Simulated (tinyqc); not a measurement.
Worked calculation: CCSD on RHF in the 6-31g basis, for He, spin multiplicity 1. One step of it, computed by the program tinyqc.

Question. CCSD: starting amplitudes. t_ij^ab = <ij||ab> / (e_i + e_j - e_a - e_b), whose energy is MP2.

orbital energies (hartree): MO1 -0.914127, MO2 1.399859

Two-electron integrals over orbitals (pq|rs), unique and non-zero (hartree):
```
p,q,r,s,(pq|rs)
1,1,1,1,1.026907
2,1,1,1,-0.316490
2,1,2,1,0.227670
2,2,1,1,0.858133
2,2,2,1,-0.255554
2,2,2,2,0.766363
```

Give: Starting amplitudes; correlation energy.

Answer.

Starting amplitudes (spin orbitals 1a, 1b, ...; amplitudes related by a flip of all spins are not repeated):
```
from,to,t
1a 1b,2a 2b,-0.049
```

correlation energy = -0.01120 hartree
